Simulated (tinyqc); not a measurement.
Worked calculation: tight binding, kagome lattice. One step of it, computed by the program tinyqc.

Problem. Bloch Hamiltonian at k. H_AB = -t1 - t2 exp(-i k.a1), H_AC = -t1 - t2 exp(-i k.a2), H_BC = -t1 - t2 exp(i k.(a1 - a2)), H_CC = delta.

Parameters chosen for this model:
```
parameter     value                unit
t1         0.560000    eV, up triangles
t2         0.560000  eV, down triangles
delta             0        eV on site C
```

k point k (fractions of the reciprocal vectors): 0.270000  -0.170000

Give: H(k) at k.

Solution.

H(k) at k (eV), lower triangle (Hermitian):
```
                 A                B       C
A           0.0000
B  -0.4898-0.5556i           0.0000
C  -0.8298+0.4907i  -0.0393+0.2061i  0.0000
```
